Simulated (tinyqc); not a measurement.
# MOSFET with velocity saturation and source resistance, step by step

tinyqc, about 0.01 s, one thread, Intel Xeon 2.30GHz (shared host): `OMP_NUM_THREADS=1 python tinyqc.py 2500105 2500106 out.jsonl` Printed values are rounded.

Strong inversion, charge Q = Cox (Vg - m V) at channel potential V with Vg the gate overdrive, and drift velocity v = mu E/(1 + mu E/vsat). Integrating along the channel gives I = mu Cox (1/L)(Vg Vd - m Vd^2/2)/(1 + Vd/Vc) per width, Vc = vsat L/mu, which peaks at Vdsat. Units: I in uA/um, Rs in ohm um, so the drop over Rs is 1e-6 I Rs volts.

Parameters, values chosen for the exercise:
- Cox = 1.08 uF/cm^2 (gate capacitance)
- mu0 = 560 cm^2/(V s) (mobility at low gate voltage)
- th = 0 1/V (mobility degradation)
- vsat = 1.1e7 cm/s (saturation velocity)
- m = 1.25 (body factor)
- VT = 0.33 V (threshold)
- L = 0.18 um (channel length)
- Rs = 300 ohm um (source resistance)
- Vgs = 1.8 V (gate voltage)

## Saturation without source resistance

Vg = Vgs - VT (0 if negative), mu = mu0/(1 + th Vg), Vc = vsat L/mu, x = sqrt(1 + 2 Vg/(m Vc)), Vdsat = 2 Vg/(m (1 + x)), Isat = Cox vsat Vg (x - 1)/(x + 1) per width. Long-channel limit: mu Cox Vg^2/(2 m L); short-channel limit: Cox vsat Vg.

Vg = 1.47 V
mu = 560 cm^2/(V s)
Vc = 0.353571 V
Vdsat = 0.624494 V
Isat = 818.986 uA/um
long-channel limit = 2904.25 uA/um
short-channel limit = 1746.36 uA/um

Isat is 0.282 of the long-channel and 0.469 of the short-channel limit.

## Iteration 1: saturation current with source resistance

I at the start = 0 uA/um

Vg = Vgs - I Rs - VT (0 if negative), mu = mu0/(1 + th Vg), Vc = vsat L/mu, x = sqrt(1 + 2 Vg/(m Vc)), Vdsat = 2 Vg/(m (1 + x)), Isat = Cox vsat Vg (x - 1)/(x + 1) per width. I(new) = Isat.

Vg = 1.47 V
mu = 560 cm^2/(V s)
Vc = 0.353571 V
Vdsat = 0.624494 V
Isat = 818.986 uA/um
I after iteration 1 = 818.986 uA/um

## Iteration 2: saturation current with source resistance

As before.

Vg = 1.22430 V
mu = 560 cm^2/(V s)
Vc = 0.353571 V
Vdsat = 0.550652 V
Isat = 636.756 uA/um
I after iteration 2 = 636.756 uA/um

## Course of the iteration: saturation current with source resistance

Stop when I changes by less than 1e-6 uA/um, or after 80 iterations.

Course of the iteration:
```
iteration,I (uA/um),|change| (uA/um)
1,818.986,819
2,636.756,182
3,676.543,39.8
4,667.816,8.73
5,669.728,1.91
6,669.309,0.419
7,669.401,0.0918
8,669.381,0.0201
9,669.385,4.41e-3
10,669.385,9.67e-4
11,669.385,2.12e-4
12,669.385,4.64e-5
13,669.385,1.02e-5
14,669.385,2.23e-6
15,669.385,4.89e-7
```

Converged in 15 iterations. At the end each change is about 0.22 times the one before, with alternating sign: linear convergence. The resistance lowers Isat by 18.3 %.
